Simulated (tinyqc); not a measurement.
Three-phonon processes in a diatomic chain: dispersion, energy and momentum conservation, and decay channels of optical phonons. From one set of inputs to another, one input at a time. Computed by tinyqc, a small Python program. Command: `OMP_NUM_THREADS=1 python tinyqc.py 3121279 3121280 out.jsonl threeph ladder`. One thread of a shared host (Intel(R) Xeon(R) Processor @ 2.30GHz), about 0.01 s of CPU time with the checks.

Cell length a, two atoms, one spring constant. x = q a/pi runs from -1 to 1; A and O are the acoustic and optical branches. Matrix elements are not computed: only conservation laws and occupation factors are followed.

The inputs printed are set A. Inputs not listed in the table keep their values of set A, so the rows need not describe a real material.

Inputs (values chosen for the exercise, for a model chain): light mass m = 31 u; heavy mass M = 122 u; spring constant k = 14 eV/angstrom^2.

Constants: nu for 1 eV/(angstrom^2 u) = 15.6333042 THz.

Method. omega^2 = k (1/m + 1/M) -/+ k sqrt((1/m + 1/M)^2 - 4 sin^2(pi x/2)/(m M)); nu = 15.6333042 THz x sqrt(omega^2) for eV/(angstrom^2 u). Acoustic top sqrt(2 k/M), optical bottom sqrt(2 k/m), optical top sqrt(2 k (1/m + 1/M)).

Each row keeps all changes above it:
```
input moved                        from    to  optical top (THz)  optical top over twice the acoustic top
set A                                 -     -             16.639                                   1.1108
spring constant k (eV/angstrom^2)    14   5.9             10.801                                   1.1108
heavy mass M (u)                    122   108             10.942                                   1.0588
light mass m (u)                     31  28.1             11.372                                   1.1004
```

Where does the difference come from?

Optical top goes from 16.6 to 11.4, a factor 0.684 in all. The largest single move comes from spring constant k (a factor 0.649). Optical top over twice the acoustic top goes from 1.11 to 1.10, a factor 0.9906 in all. The largest single move comes from heavy mass M (a factor 0.953), and light mass m works against it (a factor 1.04). The single moves hold for this order of the switches; the total does not depend on the order.

Extremes, crossings and ranges named in words are read from the listed rows.
